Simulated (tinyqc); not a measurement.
Inside a calculation: optical gain and spontaneous emission in a bulk direct-gap semiconductor. Values are carried at full precision from step to step, so a last printed digit may differ when a step is redone from the rounded ones.

F_j(eta) = (1/Gamma(j + 1)) integral_0^infinity x^j dx/(1 + exp(x - eta)), which tends to exp(eta) for eta << 0.

Quasi-Fermi levels: n = Nc F_1/2(Fc/kT) and p = Nv F_1/2(Fv/kT), Fc counted up from the conduction edge and Fv down from the valence edge; Nc, Nv from N = 2 (m kB T/(4 pi c))^(3/2) with c = hbar^2/2m0, in 1/angstrom^3; times 1e24 for 1/cm^3, with me and (mhh^(3/2) + mlh^(3/2))^(2/3).

Constants: hbar^2/2m0 = 3.80998211 eV angstrom^2; kB = 8.617333262e-05 eV/K; fine-structure constant alpha = 0.007297352564; hbar = 6.58211957e-16 eV s; hbar c = 1973.269805 eV angstrom.

Values chosen for the exercise (near those of InP; shifted at random, so the results belong to these values and not to a real crystal):
- me = 0.0763 m0 (electron mass)
- mhh = 0.626 m0 (heavy-hole mass)
- mlh = 0.0927 m0 (light-hole mass)
- n = 2.2e+18 1/cm^3 (injected density, n = p)
- T = 350 K
- Eg = 1.343 eV (direct gap)
- Ep = 20.3 eV (Kane energy)
- nr = 3.37 (refractive index)
- E = 1.379 eV (photon energy)

## Quasi-Fermi levels

Solve for Fc and Fv.

kT = 0.030161 eV
Nc = 6.665e+17 1/cm^3
Nv = 1.655e+19 1/cm^3
Fc = 0.0697 eV
Fv = -0.0595 eV
Fc + Fv = 0.0103 eV

The separation of the quasi-Fermi levels exceeds the gap, so photons between Eg and Eg + (Fc + Fv) see gain. The quasi-Fermi level of the electrons lies inside the band, that of the holes in the gap.

## Absorption of the empty crystal

Parabolic bands, vertical transitions, no excitons. For each hole band j: mr = me mj/(me + mj); joint density of states J_j(E) = (mr/c)^(3/2) sqrt(E - Eg)/(2 pi^2), both spins, c = hbar^2/2m0; averaged matrix element |e.p|^2 = m0 Ep/6; alpha_j(E) = 4 pi^2 alpha_f c Ep J_j/(3 nr E) in 1/angstrom (alpha_f the fine-structure constant, listed as alpha among the constants), times 1e8 for 1/cm.

Evaluate at E for heavy and light holes.

mr, J and alpha of each hole band:
```
hole   mr (m0)  J (1/(eV angstrom^3))  alpha (1/cm)
heavy  0.06801              2.292e-05        3663.8
light  0.04185              1.107e-05        1768.7
```

The heavy-hole band gives 67 % of the total, 5432 1/cm.

## Occupations and gain at E

For band j the electron sits at Ee = (E - Eg) mr/me above its edge and the hole at Eh = (E - Eg) mr/mj; fe = 1/(1 + exp((Ee - Fc)/kT)), fh = 1/(1 + exp((Eh - Fv)/kT)); gain g = sum_j alpha_j (fe + fh - 1).

Use mr and alpha from the table.

Energies, occupations and gain of each hole band:
```
hole   Ee (eV)  Eh (eV)     fe     fh  g (1/cm)
heavy   0.0321   0.0039  0.777  0.109      -418
light   0.0197   0.0163  0.840  0.075      -150
```

total gain = -568 1/cm

E - Eg = 0.0360 eV is above Fc + Fv = 0.0103 eV, so both bands give loss (Bernard-Duraffourg).

## Spontaneous emission

Spontaneous rate: R = integral of (nr E/(hbar c))^2/(pi^2 hbar) sum_j alpha_j fe fh dE, with alpha in 1/cm and (nr E/(hbar c))^2 in 1/cm^2 (1e16 per 1/angstrom^2); B = R/(n p); lifetime n/R.

Integrate over photon energy.

R = 3.97e+26 1/(cm^3 s)
B = 8.19e-11 cm^3/s
radiative lifetime = 5.55 ns

## Checks

- B at n = 1e13 1/cm^3 against the van Roosbroeck-Shockley value from alpha and ni^2 (cm^3/s): both 1.04e-10.

Run: tinyqc, `OMP_NUM_THREADS=1 python tinyqc.py 1680675 1680676 out.jsonl`; Intel(R) Xeon(R) Processor @ 2.30GHz, one thread, shared host; about 0.08 s of CPU time with all checks.
